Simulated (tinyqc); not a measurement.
# Changing the hopping t

Model: Holstein polaron on two sites. Computed by tinyqc, a small Python program. Command: `OMP_NUM_THREADS=1 python tinyqc.py 3005473 3005474 out.jsonl holstein sweep`. One thread of a shared host (Intel(R) Xeon(R) Processor @ 2.30GHz), about 0.02 s of CPU time with the checks.

One electron on sites 1 and 2: H = -t (c1+ c2 + c2+ c1) + hbar omega sum_i b_i+ b_i - g hbar omega sum_i n_i (b_i + b_i+). The symmetric phonon shifts the energy by -g^2 hbar omega/2 and drops out; with b = (b_1 - b_2)/sqrt(2) there remains H = -t sigma_x + hbar omega b+ b - (g hbar omega/sqrt(2)) sigma_z (b + b+). Parity splits it into blocks p = +1 and -1 over phonon numbers n. Zero-point energies are left out. Weights Z refer to mode b alone; the displaced symmetric mode multiplies the full zero-phonon weight by exp(-g^2/2).

Inputs (values chosen for the exercise, for a model dimer): phonon energy hbar omega = 67.1 meV; coupling g = 0.264.

Method. Block p: H_nn = n hbar omega - p t (-1)^n - g^2 hbar omega/2, H_(n,n+1) = -(g hbar omega/sqrt(2)) sqrt(n + 1). Use 60 levels in both blocks; Z = c_0^2 is the weight of n = 0 in the ground state c; the splitting is the lowest odd level less the lowest even one, which without coupling is the smaller of 2t and hbar omega; <sigma_x> = sum (-1)^n c_n^2 measures the kinetic energy.

One run for each value:

| hopping t (meV) | splitting/(2t) | weight Z of n = 0 in mode b | <sigma_x> | mean phonon number in b |
|---|---|---|---|---|
| 3.4 | 0.93209 | 0.97143 | 0.94385 | 0.029066 |
| 6.3 | 0.93063 | 0.97526 | 0.95137 | 0.025175 |
| 12.0 | 0.92473 | 0.98087 | 0.96240 | 0.019463 |
| 23.0 | 0.89439 | 0.98746 | 0.97536 | 0.012755 |
| 42.0 | 0.71306 | 0.99293 | 0.98611 | 0.007189 |
| 80.0 | 0.40485 | 0.99687 | 0.99384 | 0.003186 |
| 150.0 | 0.22000 | 0.99880 | 0.99765 | 0.001217 |
| 280.0 | 0.11880 | 0.99959 | 0.99920 | 0.000416 |
| 540.0 | 0.06186 | 0.99988 | 0.99976 | 0.000124 |

Over the rows, splitting/(2t) falls from 0.932 to 0.0619 (exponent d ln y / d ln x -0.0025 between the first rows and -0.99 between the last); weight Z of n = 0 in mode b rises from 0.971 to 1.000 (exponent d ln y / d ln x 0.0064 between the first rows and 4.4e-4 between the last); <sigma_x> rises from 0.944 to 1.000 (exponent d ln y / d ln x 0.013 between the first rows and 8.6e-4 between the last). For t much below hbar omega the ratio tends to exp(-g^2) = 0.933; the first row has 0.932.

Caution (rows 42.0, 80.0, 150, 280, 540): with hbar omega below 2t the lowest odd level starts as a one-phonon state, so the splitting here is a softened phonon and not a narrowed hopping.

Extremes, crossings and ranges named in words are read from the listed rows.
